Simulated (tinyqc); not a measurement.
From results back to parameters: shallow donor in effective-mass theory, with valley-orbit splitting. Three cases, with inputs chosen for the exercise.

Problem. Without strain the levels are A1 = E0 - D0 - 4 D1 - D2, T2 = E0 - D0 + D2 and E = E0 - D0 + 2 D1 - D2. They were computed from hidden D0, D1 and D2.

Case 1.

Values chosen (out of a larger set: near those of a group-V donor in Si; not measured data): E0 = -31.8 meV (single-valley level).

A1, T2, E (meV): -45.710  -34.230  -32.930

Case 2.

Values chosen (out of a larger set: near those of a group-V donor in Si; not measured data): E0 = -28.9 meV (single-valley level).

A1, T2, E (meV): -43.220  -31.380  -30.080

Case 3.

Values chosen (out of a larger set: near those of a group-V donor in Si; not measured data): E0 = -32.2 meV (single-valley level).

A1, T2, E (meV): -70.540  -33.120  -31.540

Find: D1; D2; D0.

Solution. E - A1 = 6 D1, T2 - E = 2 D2 - 2 D1, and the mean (A1 + 3 T2 + 2 E)/6 is E0 - D0.

Case 1.

D1 = 2.13 meV
D2 = 1.48 meV
D0 = 3.91 meV

Case 2.

D1 = 2.19 meV
D2 = 1.54 meV
D0 = 4.02 meV

Case 3.

D1 = 6.50 meV
D2 = 5.71 meV
D0 = 6.63 meV

Computed by tinyqc, one run a case: `OMP_NUM_THREADS=1 python tinyqc.py N N+1 out.jsonl` with N = 1280410, 1280451, 1280475; one thread of a shared Intel(R) Xeon(R) Processor @ 2.30GHz, about 0.01 s a run at most.
